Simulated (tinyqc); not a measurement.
Holstein polaron on two sites: one step, computed by the program tinyqc.

One electron on sites 1 and 2: H = -t (c1+ c2 + c2+ c1) + hbar omega sum_i b_i+ b_i - g hbar omega sum_i n_i (b_i + b_i+). The symmetric phonon shifts the energy by -g^2 hbar omega/2 and drops out; with b = (b_1 - b_2)/sqrt(2) there remains H = -t sigma_x + hbar omega b+ b - (g hbar omega/sqrt(2)) sigma_z (b + b+). Parity splits it into blocks p = +1 and -1 over phonon numbers n. Zero-point energies are left out. Weights Z refer to mode b alone; the displaced symmetric mode multiplies the full zero-phonon weight by exp(-g^2/2).

Problem. Levels in the small basis. Diagonalise H; the eigenvector has its largest component positive; Z is the weight of n = 0.

H, even block (meV):
```
          1         2         3
1  -85.1414  -39.7111    0.0000
2  -39.7111  178.8586  -56.1600
3    0.0000  -56.1600  154.8586
```

Give: levels; lowest eigenvector; Z in the small basis.

Solution.

levels (meV): -91.3  112.5  227.4

lowest eigenvector: 0.9877  0.1524  0.0348

Z in the small basis = 0.9756
